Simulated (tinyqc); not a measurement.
Worked calculation: admittance spectroscopy and thermally stimulated current of one trap level in a depletion layer. Computed by tinyqc, a small Python program that keeps every step. Command: `OMP_NUM_THREADS=1 python tinyqc.py 3113104 3113105 out.jsonl admit walk`. One thread of a shared host (Intel(R) Xeon(R) Processor @ 2.30GHz), about 0.01 s of CPU time with the checks. Intermediate numbers are printed to about 5 digits and carried at full precision; extremes and crossings named in words are read from the listed rows.

A Schottky junction on n-type material holds one donor-like electron trap; shallow donors are fully ionised and abrupt depletion edges are assumed.

Inputs (values chosen for the exercise, modelled on n-type germanium): dielectric constant eps = 16; density-of-states mass m = 0.535 m_0; shallow doping N = 1.4e+16 1/cm^3; trap density N_t = 2.4e+15 1/cm^3; trap depth E_t below the band = 0.226 eV; capture cross section sigma = 1.4e-17 cm^2; band bending V_b = 0.38 V; test frequency f = 10000 Hz; heating rate beta = 0.49 K/s.

Constants: k_B = 1.380649e-23 J/K; m_0 = 9.1093837015e-31 kg; h = 6.62607015e-34 J s; k_B = 8.617333262e-05 eV/K; eps_0 = 8.8541878128e-12 F/m; e = 1.602176634e-19 C.

## Temperature of the peak

N_c = 2 (2 pi m k_B T/h^2)^(3/2), v_th = sqrt(3 k_B T/m), emission rate e_n = sigma v_th N_c exp(-E_t/(k_B T)). Where the level crosses the Fermi level capture equals emission, so the trap follows the signal with the rate 2 e_n; G/omega peaks at omega = 2 e_n (the correction for large N_t/N is left out). Solve 2 e_n(T_p) = 2 pi f.

peak temperature T_p = 244.14 K

N_c at T_p = 7.2090e+18 1/cm^3

e_n at T_p = 31416 1/s

E_c - E_F = k_B T_p ln(N_c/N) = 0.13136 eV

## The capacitance step

With E_c - E_F = k_B T_p ln(N_c/N): lambda = sqrt(2 eps eps_0 (E_t - (E_c - E_F))/(e^2 N)); traps are empty and charged for x < x_t = w - lambda, and V_b = e (N w^2 + N_t x_t^2)/(2 eps eps_0). High frequency: C_hf = eps eps_0/w. Low frequency: C_lf = eps eps_0 (N + N_t)/(N w + N_t x_t).

lambda = 109.34 nm

depletion width w = 214.70 nm

crossing point x_t = 105.37 nm

C_hf = 65.983 nF/cm^2

C_lf = 71.296 nF/cm^2

step (C_lf - C_hf)/C_hf = 0.080524

small-N_t estimate (N_t/N)(lambda/w) = 0.087299

Reading N_t/N straight from the step would give 0.0805 against the true 0.171: the factor lambda/w must be known.

## Scan in temperature at fixed frequency

With x = omega/(2 e_n): C = C_hf + (C_lf - C_hf)/(1 + x^2), G/omega = (C_lf - C_hf) x/(1 + x^2); C_hf and C_lf are held at their values at T_p.

Admittance:
```
T (K)  omega/(2 e_n)  C (nF/cm^2)  G/omega (nF/cm^2)
214.8         5.6029       66.147             0.9190
224.6         3.0081       66.512             1.5905
231.9         1.9538       67.086             2.1549
239.3         1.2933       67.971             2.5711
244.1         1.0020       68.634             2.6566
249.0         0.7794       69.288             2.5762
256.3         0.5450       70.079             2.2326
266.1         0.3468       70.726             1.6450
278.3         0.2059       71.080             1.0493
```

The peak of G/omega is half the step, 2.66 nF/cm^2. Its full width is near 2 ln(2 + sqrt3) k_B T_p^2/(E_t + 2 k_B T_p) = 50.5 K.

## Arrhenius plot

T_p for 0.1, 0.3, 1, 3 and 10 f; least-squares lines of ln(e_n/T^2) and of ln(e_n) against 1/(k_B T), e_n = pi f; sigma = exp(intercept)/(v_th N_c/T^2).

Peaks:
```
f (Hz)  T_p (K)  1/(k_B T) (1/eV)  ln(e_n/T^2)  ln(e_n)
1000     206.36            56.233      -2.6068    8.052
3000     222.93            52.056      -1.6626    9.151
10000    244.14            47.533      -0.6404   10.355
30000    266.99            43.463       0.2792   11.454
100000   296.96            39.078       1.2705   12.658
```

depth from e_n/T^2 = 0.226 eV

cross section from the intercept = 1.40e-17 cm^2

depth without the T^2 = 0.26834 eV

Leaving out T^2 adds 42 meV, near 2 k_B T_p = 42 meV.

## Thermally stimulated current

Thermally stimulated current without retrapping: filled share n(T) = exp(-(1/beta) int e_n dT), current proportional to e_n n; the peak obeys beta (E_t/(k_B T^2) + 2/T) = e_n(T). The integral starts at 0.5 T_m and uses 4000 trapezoid steps to 1.2 T_m. Chen's first-order estimate from the full width W = T_2 - T_1 between the half-height points: E = 2.52 k_B T_m^2/W - 2 k_B T_m.

peak temperature T_m = 119.30 K

lower half-height T_1 = 112.62 K

upper half-height T_2 = 124.17 K

filled share at T_m = 0.39527

E_t/(k_B T_m) = 21.983

symmetry factor (T_2 - T_m)/(T_2 - T_1) = 0.42138

depth by Chen's formula = 0.24706 eV

The slow ramp empties the trap at 119 K, far below the admittance peak at 244 K, since the rate asked for is 0.099 per second instead of 31000. Chen's formula, made for a constant prefactor, gives 21 meV more than E_t.

Checks made by the program: C_lf against dQ/dV by differences (relative difference below 1e-10); depth recovered (relative difference below 1e-10); peak of the integrated curve (relative difference 3e-05).
